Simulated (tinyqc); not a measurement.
Surface photovoltage measurement of the minority-carrier diffusion length in a wafer: one step, computed by the program tinyqc. Command: `OMP_NUM_THREADS=1 python tinyqc.py 3130518 3130519 out.jsonl spv walk`. One thread of a shared host (Intel(R) Xeon(R) Processor @ 2.30GHz), about 0.01 s of CPU time with the checks.

Low injection, steady light, a depletion layer much thinner than 1/alpha and L. The excess density dn is taken at the front edge of the neutral region; light that reaches the back is lost.

Task: One wavelength. alpha = (84.732/lambda - 76.417)^2 per cm with lambda in micrometre (an empirical fit for silicon between 0.7 and 1.05 micrometre). Thick wafer: dn = Phi L/((S_f + D/L)(L + 1/alpha)). Finite wafer, with s = S_b L/D, w = W/L, a = alpha L: dn = [Phi a/(a^2 - 1)] [a - B - exp(-alpha W)(a - s)/(cosh w + s sinh w)]/(S_f + B D/L), B = (sinh w + s cosh w)/(cosh w + s sinh w). Photovoltage V = (k_B T/e) ln(1 + dn/n_0). Lifetime = L^2/D.

Inputs (values chosen for the exercise, modelled on p-type silicon at room temperature):
```
quantity                                             value        unit
diffusion length L                                      22  micrometre
wafer thickness W                                      625  micrometre
diffusivity D                                         33.1      cm^2/s
front recombination velocity S_f                      5200        cm/s
back recombination velocity S_b                        300        cm/s
photon flux entering                               4.9e+11  1/(cm^2 s)
minority density at the surface barrier scale n_0  7.3e+09      1/cm^3
temperature T                                          298           K
wavelength                                             820          nm
```

Constants: k_B = 8.617333262e-05 eV/K.

Give: alpha; penetration depth 1/alpha; dn, thick wafer; B; dn, finite wafer; photovoltage V; lifetime.

Result:

alpha = 724.4 1/cm

penetration depth 1/alpha = 13.80 micrometre

dn, thick wafer = 1.487e+07 1/cm^3

B = 1

dn, finite wafer = 1.487e+07 1/cm^3

photovoltage V = 0.05226 mV

lifetime = 0.1462 microsecond
